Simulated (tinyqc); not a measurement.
## Random telegraph noise from one oxide trap in a small MOSFET: time constants and noise against gate voltage

An acceptor-like trap exchanges electrons with the channel. Inversion charge Q = Cox u, u = n Vt W0(exp((Vg - VT)/(n Vt))), W0 the Lambert function, n = nf, Cox = eps0 eox/tox; linear regime Id = (W/L) mu Q Vd. Relative to threshold the surface potential rises by Vt ln(u/u0) and the oxide voltage by the rest of Vg - VT, with u0 = n Vt W0(1).

N = Cox u/q; dpsi = Vt ln(u/u0); E = E0 - dpsi - (xt/tox)(Vg - VT - dpsi); capture time tc = 1/[(N/zi) vth s0 exp(-xt/lt - EB/Vt)]; emission time te = tc exp(-E/Vt); occupancy te/(tc + te). A = W L; threshold step dV = q (1 - xt/tox)/(Cox A); gm/Id = 1/(u + n Vt); relative step dI/I = (gm/Id) dV + asc mu/A. fc = (1/tc + 1/te)/(2 pi); rms = (dI/I) sqrt(tc te)/(tc + te).

Values chosen for this exercise; values of the order met in silicon transistors:
- T = 350 K (temperature)
- eox = 3.9 (relative permittivity of the gate insulator (close to silicon dioxide))
- tox = 1.2 nm (insulator thickness)
- xt = 0.098 nm (depth of the trap from the channel interface)
- E0 = 0.1 eV (trap level above the channel Fermi level at threshold)
- s0 = 1e-15 cm^2 (capture prefactor)
- EB = 0.22 eV (capture barrier (lattice relaxation))
- lt = 0.18 nm (tunnelling decay length)
- vth = 1.7e7 cm/s (thermal velocity)
- zi = 2.4 nm (thickness of the inversion layer)
- VT = 0.4 V (threshold voltage)
- nf = 1.29 (body factor)
- W = 120 nm (gate width)
- L = 160 nm (gate length)
- mu = 120 cm^2/(V s) (mobility)
- asc = 5.9e-16 V s (scattering coefficient of the charged trap)
- Vd = 0.05 V (drain voltage)

Constants: q = 1.602176634e-19 C, kB = 1.380649e-23 J/K, Vt = kB T/q, eps0 = 8.8541878128e-14 F/cm where lengths are in cm. Results are converted to the units shown.

Result of one run:
```
E (eV)	tc (s)	te (s)	occupancy	dI/I (%)	fc (Hz)	rms dI/I (%)
-0.027315	4.4794e-9	1.1080e-8	0.71211	0.091887	4.9894e7	0.041605
```

Which gate voltage Vg gave this result: 0.58, 0.64, 0.88, 0.94 or 1 V?

Vg = 0.94 V.

The whole series:
```
Vg (V)	E (eV)	tc (s)	te (s)	occupancy	dI/I (%)	fc (Hz)	rms dI/I (%)
0.52	0.051832	2.2617e-8	4.0558e-9	0.15206	0.24643	4.6279e7	0.088489
0.58	0.035680	1.5065e-8	4.6155e-9	0.23452	0.19236	4.5047e7	0.081503
0.64	0.022214	1.1058e-8	5.2943e-9	0.32376	0.15834	4.4454e7	0.074090
0.7	0.010487	8.6422e-9	6.1041e-9	0.41394	0.13563	4.4489e7	0.066805
0.76	-5.0360e-5	7.0508e-9	7.0626e-9	0.50042	0.11965	4.5108e7	0.059824
0.82	-0.0097312	5.9330e-9	8.1921e-9	0.57997	0.10789	4.6253e7	0.053249
0.88	-0.018771	5.1093e-9	9.5203e-9	0.65076	0.098922	4.7867e7	0.047159
0.94	-0.027315	4.4794e-9	1.1080e-8	0.71211	0.091887	4.9894e7	0.041605
1	-0.035466	3.9834e-9	1.2910e-8	0.76421	0.086235	5.2282e7	0.036606
```

tc falls from 2.26e-8 to 3.98e-9 s as the channel fills and te rises from 4.06e-9 to 1.29e-8 s; they are equal at Vg = 0.760 V, where E = 0. The rms noise falls from 0.0885 to 0.0366 %. The slope -Vt d ln(tc/te)/dVg is 0.269 between the first two rows and 0.136 between the last two; it tends to xt/tox = 0.0817 only when the surface potential stops moving.

Range of the model: VT is taken as given; short-channel effects and the uneven flow of current among few electrons are left out.

Numbers from tinyqc (`OMP_NUM_THREADS=1 python tinyqc.py 2710170 2710171 out.jsonl`; about 0.01 s on one thread of a shared Intel Xeon 2.30GHz).
